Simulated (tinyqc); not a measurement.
Global model of a low-pressure process discharge: electron temperature, density, ion flux and ion energy: one step, computed by the program tinyqc. Command: `OMP_NUM_THREADS=1 python tinyqc.py 3112728 3112729 out.jsonl plasma walk`. One thread of a shared host (Intel(R) Xeon(R) Processor @ 2.30GHz), about 0.01 s of CPU time with the checks.

Maxwellian electrons with temperature T_e in eV, one positive ion, no negative ions, uniform bulk density n; rate constants have the Arrhenius form.

Task: Energy per pair and density. E_c = E_iz + (X0 exp(-E_ex/T_e) E_ex + K_el (3 m_0/M) T_e)/K_iz; wall potential V_s = (T_e/2) ln(M/(2 pi m_0)); E_T = E_c + 2 T_e + T_e/2 + V_s; n = P/(e u_B A_eff E_T); ion current density J = e h_L n u_B; ionised share n/n_g.

Inputs (values chosen for the exercise, of the order of those of an inductive discharge in a simple atomic gas):
```
quantity                      value   unit
ion mass M                     35.5      u
ionisation energy E_iz           16     eV
excitation prefactor X0     1.4e-14  m^3/s
excitation energy E_ex         10.9     eV
elastic rate constant K_el  7.2e-14  m^3/s
gas temperature T_g             400      K
absorbed power P               1100      W
```

T_e = 2.583435 eV

K_iz = 1.327990e-16 m^3/s

Bohm velocity u_B = 2649.813 m/s

A_eff = 903.1741 cm^2

h_L = 0.2765773

gas density n_g = 1.303735e+20 1/m^3

Constants: m_0 = 9.1093837015e-31 kg; u = 1.6605390666e-27 kg; e = 1.602176634e-19 C.

Give: collisional loss per pair E_c; wall potential V_s; E_T; plasma density n; ion current density J; ionised share.

Result:

collisional loss per pair E_c = 32.969 eV

wall potential V_s = 11.935 V

E_T = 51.363 eV

plasma density n = 5.5853e+11 1/cm^3

ion current density J = 6.5583 mA/cm^2

ionised share = 0.0042841

Collisions take 64 % of the power and the walls the rest. T_e came from the particle balance alone; the power sets only n.
